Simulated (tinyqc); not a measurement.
Worked calculation: space-charge-limited current through a thin insulating or semi-insulating film with traps. Computed by tinyqc, a small Python program that keeps every step. Command: `OMP_NUM_THREADS=1 python tinyqc.py 3028231 3028232 out.jsonl sclc walk`. One thread of a shared host (Intel(R) Xeon(R) Processor @ 2.30GHz), about 0.01 s of CPU time with the checks. Intermediate numbers are printed to about 5 digits and carried at full precision; extremes and crossings named in words are read from the listed rows.

One ohmic injecting contact at x = 0 (field zero), drift only, non-degenerate free carriers.

Inputs (values chosen for the exercise, modelled on semi-insulating GaN):

| quantity | value | unit |
|---|---|---|
| permittivity eps | 9.7 | - |
| band mobility mu | 360 | cm^2/(V s) |
| effective density of states N_c | 2.3e+18 | 1/cm^3 |
| trap density N_t | 3.1e+17 | 1/cm^3 |
| equilibrium Fermi level below the band edge, E_0 | 0.68 | eV |
| thickness d | 110 | nm |
| free density at the anode, in units of N_c | 6.2e-06 | - |
| temperature T | 300 | K |
| characteristic temperature T_c | 700 | K |

Traps: exponential tail.

Constants: k_B = 8.617333262e-05 eV/K; e = 1.602176634e-19 C; eps_0 = 8.8541878128e-12 F/m.

## Equilibrium and landmark voltages

Free density n_0 = N_c exp(-E_0/k_B T) in equilibrium; trapped density n_t(n) = N_t (n/N_c)^(T/T_c) (the low-temperature form). theta = n/(n + n_t) at the anode density; trap-filled-limit voltage V_TFL = e (N_t - n_t(n_0)) d^2/(2 eps eps_0).

n_0 = 8.6742e+06 1/cm^3

n_t(n_0) = 3.9407e+12 1/cm^3

theta = 0.0077839

V_TFL = 3.4987 V

## One point of the curve

J = e mu n F and (eps eps_0/e) dF/dx = n - n_0 + n_t(n) - n_t(n_0) = rho(n). With F = J/(e mu n): d = (eps eps_0 J/(e^2 mu)) I_1 and V = (eps eps_0 J^2/(e^3 mu^2)) I_2, I_k = int_(n_L)^infinity dn/(n^(k+1) rho(n)), n_L the density at the anode; with u = n_L/n, 200 Gauss-Legendre points in t, u = 1 - (1 - t)^2. Anode field J/(e mu n_L); Mott-Gurney current (9/8) eps eps_0 mu V^2/d^3; ohmic current e n_0 mu V/d.

I_1 = 2.6704e-29 cm^6

I_2 = 1.1047e-42 cm^9

current density J = 4.4323 A/cm^2

voltage V = 0.034969 V

anode field over mean field V/d = 1.6951

trap-free Mott-Gurney current = 319.57 A/cm^2

ohmic current = 1.5905e-06 A/cm^2

J is 0.0139 times the trap-free law and 2.79e6 times the ohmic current; theta is 0.00778. The field ratio is 1 for ohmic flow, 3/2 for the square law and 2 for a uniform fixed charge; here 1.70. Caution: V is below 10 k_B T/e, where diffusion from the contact, left out here, dominates.

## The whole curve

The last column is d ln J/d ln V up to the next row.

Current against voltage:

| n_L (1/cm^3) | V (V) | J (A/cm^2) | slope |
|---|---|---|---|
| 9.10e+06 | 1.2531e-05 | 7.4765e-10 | 2.0092 |
| 8.00e+07 | 1.4059e-04 | 9.6223e-08 | 2.9311 |
| 7.10e+08 | 4.4174e-04 | 2.7583e-06 | 3.1804 |
| 6.30e+09 | 1.2069e-03 | 6.7439e-05 | 3.2727 |
| 5.50e+10 | 3.1354e-03 | 1.5341e-03 | 3.3057 |
| 4.90e+11 | 8.0986e-03 | 3.5332e-02 | 3.3093 |
| 4.30e+12 | 2.0739e-02 | 7.9358e-01 | 3.2800 |
| 3.80e+13 | 5.3860e-02 | 1.8158e+01 | 3.1798 |
| 3.30e+14 | 1.4457e-01 | 4.1939e+02 | 2.9409 |
| 3.00e+15 | 4.4565e-01 | 1.1494e+04 | 2.5800 |
| 2.60e+16 | 1.7108e+00 | 3.6960e+05 | 2.2650 |
| 2.30e+17 | 9.3558e+00 | 1.7339e+07 | - |

The slope starts at 2.01, peaks at 3.3 between 0.00810 and 0.0207 V and ends at 2.26. Rows below 0.26 V (10 k_B T/e) are formal, since diffusion from the contact rules there. Self-heating is left out, although J V exceeds 1e5 W/cm^2 at the last row. The last rows ignore velocity saturation (mu V/d above 1e7 cm/s). An exponential tail gives the power law T_c/T + 1 = 3.33, which the middle rows approach.

Checks made by the program: trap-free limit against the Mott-Gurney law (relative difference 5e-08).
